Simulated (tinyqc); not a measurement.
# Electron density from the centroid

Question. In the Fang-Howard model the centroid is 3/b with b^3 = 6 (mz1/C) q (Nd + 11 Ns/32)/(eps0 eps_r), C = hbar^2/(2 m0), the field in eV/nm. Find b and Ns.

Parameters, values chosen for the exercise; masses and permittivity close to those of 4H silicon carbide (0001):
- eps_r = 9.72 (relative permittivity)
- mz1 = 0.328 m0 (mass along z of valley set A (3 valley(s)))
- Nd = 1.1e12 cm^-2 (sheet density of depletion charge)

Constants: q = 1.602176634e-19 C, hbar = 1.054571817e-34 J s, m0 = 9.1093837015e-31 kg, eps0 = 8.8541878128e-14 F/cm where lengths are in cm, hbar^2/(2 m0) = 0.0380998212 eV nm^2. Results are converted to the units shown.

centroid = 2.0936841 nm

Solution. b = 3/centroid gives Nd + 11 Ns/32, from which the depletion charge is taken off.

b = 1.433 1/nm
Ns = 5.700e12 cm^-2

tinyqc, about 0.5 s, one thread, Intel Xeon 2.30GHz (shared host): `OMP_NUM_THREADS=1 python tinyqc.py 2160018 2160019 out.jsonl`
